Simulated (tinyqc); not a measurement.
# Changing the z J_AB

Model: two-sublattice mean-field magnet: ferrimagnet, compensation points and susceptibility. Computed by tinyqc, a small Python program. Command: `OMP_NUM_THREADS=1 python tinyqc.py 3016914 3016915 out.jsonl ferri sweep`. One thread of a shared host (Intel(R) Xeon(R) Processor @ 2.30GHz), about 0.04 s of CPU time with the checks.

A random alloy A(1-x)B(x) with H = -sum over pairs J S_i.S_j. a = <S_A> and b = <S_B> are taken along z, a > 0. Exchange fields: h_A = (1 - x) zJ_AA a + x zJ_AB b, h_B = (1 - x) zJ_AB a + x zJ_BB b; a = S_A B_(S_A)(S_A h_A/(k_B T)) and likewise for b, with the Brillouin function B_S(y) = [(2S + 1)/(2S)] coth[(2S + 1) y/(2S)] - [1/(2S)] coth[y/(2S)].

Inputs (values chosen for the exercise, for a model ferrimagnet):
```
quantity                 value  unit
spin S_A                     2     -
spin S_B                   3.5     -
g factor g_A               2.2     -
g factor g_B                 2     -
fraction x of B sites     0.12     -
z J_AA                    19.5   meV
z J_BB                     1.8   meV
T over T_c                0.21     -
largest number of steps   3000     -
```

Constants: k_B = 8.617333262e-05 eV/K.

Method:
- Linearised, T (a, b) = M (a, b) with M_ij = S_i (S_i + 1) c_j zJ_ij/(3 k_B), c_A = 1 - x, c_B = x. T_c is the larger eigenvalue, and its eigenvector gives b/a at onset, (T_c - M_AA)/M_AB.
- Repeat from a = S_A, b = -S_B until a and b change by less than 1e-10.
- Net moment m = (1 - x) g_A a + x g_B b in mu_B per site; net spin s = (1 - x) a + x b. At T = 0, a = S_A and b = -S_B. Effective g = m/s.
- T_M: m = 0; T_A: s = 0; searched between 0.02 and 0.97 T_c, and given as 0 if there is no change of sign.

One run for each value:
```
z J_AB (meV)  T_c (K)        b  net moment m (mu_B)  magnetic compensation T_M (K)
-20.00         516.85  -3.4777               3.0165                              0
-17.00         488.96  -3.4672               3.0214                              0
-14.00         463.28  -3.4484               3.0278                              0
-12.00         447.74  -3.4270               3.0339                              0
-8.90          426.86  -3.3627               3.0503                              0
-6.30          413.09  -3.2378               3.0804                              0
-3.60          403.23  -2.8733               3.1672                              0
-0.98          398.64  -1.3524               3.5307                              0
```

Over the rows, T_c (K) falls from 517 to 399; b rises from -3.48 to -1.35; net moment m (mu_B) rises from 3.02 to 3.53.

Extremes, crossings and ranges named in words are read from the listed rows.
